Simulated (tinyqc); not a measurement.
Equal gaps, different models: fitting sp3s* parameters to three gaps by Newton steps.

sp3s* tight binding, nearest neighbours only: anion (a) at 0, cation (c) at a/4 (1,1,1), orbitals s, px, py, pz, s* on each; k in units of 2 pi/a. With phases e_j = exp(i (pi/2) k.n_j) for n = (1,1,1), (1,-1,-1), (-1,1,-1), (-1,-1,1): g0 = (e1+e2+e3+e4)/4, g1 = (e1+e2-e3-e4)/4, g2 = (e1-e2+e3-e4)/4, g3 = (e1-e2-e3+e4)/4. The diagonal holds the levels Esa, Epa, Exa (s*) and Esc, Epc, Exc. Anion-cation block: <sa|sc> = Vss g0; <sa|xc> = Vsapc g1; <xa|sc> = -Vscpa g1; <xa|xc> = Vxx g0; <xa|yc> = <ya|xc> = Vxy g3, <xa|zc> = <za|xc> = Vxy g2, <ya|zc> = <za|yc> = Vxy g1; <s*a|xc> = Vxapc g1; <xa|s*c> = -Vpaxc g1; y and z take g2 and g3 in place of g1; s-s* and s*-s* vanish.

Gaps are level 5 at Gamma, X = (1,0,0) and L = (1/2,1/2,1/2) less level 4 at Gamma; no spin-orbit coupling. Free parameters: Esc, Vsapc and Exc. H is linear in them, so by Hellmann-Feynman J_ij = <u|dH/dp_j|u> for level 5 at point i less the same for level 4 at Gamma. Newton: p(new) = p + J^-1 (target - gaps); stop when all misses are below 1e-7 eV.

Constants: hbar^2/2m0 = 3.80998211 eV angstrom^2.

Inputs chosen for the exercise (out of a larger set: near a published set for AlAs, fitted to gaps, whose masses and valley positions are rough; not measured data): p = (-7.526, 0.978, -1.171, 3.593, 7.426, 6.754, -6.692, 1.865, 4.298, 5.095, 5.503, 4.546, 4.994) eV (start, order Esa, Epa, Esc, Epc, Exa, Exc, Vss, Vxx, Vxy, Vsapc, Vscpa, Vxapc, Vpaxc); tg = (2.9818, 2.294, 2.648) eV (target gaps at Gamma, X, L); a = 5.661 angstrom (lattice constant).

The same three targets are met with other triples of free parameters (those for which Newton converges within 3 eV of the start). Not fitted: level 5 at K = (3/4,3/4,0) above Ev, the spacing of levels 6 and 5 at X, the depth of level 2 at X below Ev, the valence width at Gamma, and the mass c q^2/(E(q) - E(0)) of level 5 along [100], q = 0.002 (2 pi/a), c = hbar^2/2m0.

Unfitted results:

| free parameters | largest change (eV) | K (eV) | X spacing (eV) | level 2 at X (eV) | valence width (eV) | mass (m0) |
|---|---|---|---|---|---|---|
| start | 0.000 | 2.299 | 0.436 | 6.547 | 11.764 | 0.2961 |
| Vss, Vxapc, Vpaxc | 0.098 | 2.345 | 0.334 | 6.581 | 11.694 | 0.2839 |
| Esc, Vxapc, Vpaxc | 0.106 | 2.345 | 0.402 | 6.559 | 11.793 | 0.2870 |
| Vss, Vsapc, Vpaxc | 0.237 | 2.346 | 0.261 | 6.630 | 11.694 | 0.2810 |
| Esa, Vxapc, Vscpa | 0.248 | 2.345 | 0.388 | 6.549 | 11.942 | 0.2837 |
| Vss, Exa, Exc | 0.176 | 2.346 | 0.328 | 6.559 | 11.694 | 0.2839 |
| Esc, Vsapc, Exc | 0.098 | 2.346 | 0.319 | 6.599 | 11.793 | 0.2841 |

What does the comparison show?

All fitted rows have the same three gaps, yet they spread by 1 meV at K, 141 meV in the X spacing, 81 meV in level 2 at X, 248 meV in the valence width and 2.1 % in the mass. The smallest change of parameters, 0.098 eV, is that of Vss, Vxapc, Vpaxc; Esc, Vsapc, Exc. A fit fixes what it was given and leaves the rest to the choice of free parameters.

Computed by tinyqc, a small Python program: `OMP_NUM_THREADS=1 python tinyqc.py 1450651 1450652 out.jsonl` (the numbers bound the seed that draws the inputs); one thread of a shared host (Intel(R) Xeon(R) Processor @ 2.30GHz), about 0.1 s for the whole set of steps.
